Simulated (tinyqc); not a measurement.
Four-point probe, van der Pauw, Hall and spreading-resistance readings of a semiconductor layer: one step, computed by the program tinyqc.

The layer is uniform and ohmic; contacts are points unless a radius is given.

Question. Hall reading. V_H = r_H I B/(e n t); apparent density n/r_H; Hall mobility r_H mu; Hall angle tan = r_H mu B (SI).

Inputs (values chosen for the exercise, modelled on p-type silicon):

| quantity | value | unit |
|---|---|---|
| carrier density n | 1.2e+16 | 1/cm^3 |
| drift mobility mu | 340 | cm^2/(V s) |
| layer thickness t | 2800 | micrometre |
| current I | 0.05 | mA |
| magnetic field B | 0.23 | T |
| Hall factor r_H | 0.74 | - |

Backing of the layer: insulating.

Constants: e = 1.602176634e-19 C.

Give: Hall voltage; apparent density; Hall mobility; tangent of the Hall angle.

Answer.

Hall voltage = 0.0015808 mV

apparent density = 1.6216e+16 1/cm^3

Hall mobility = 251.6 cm^2/(V s)

tangent of the Hall angle = 0.0057868
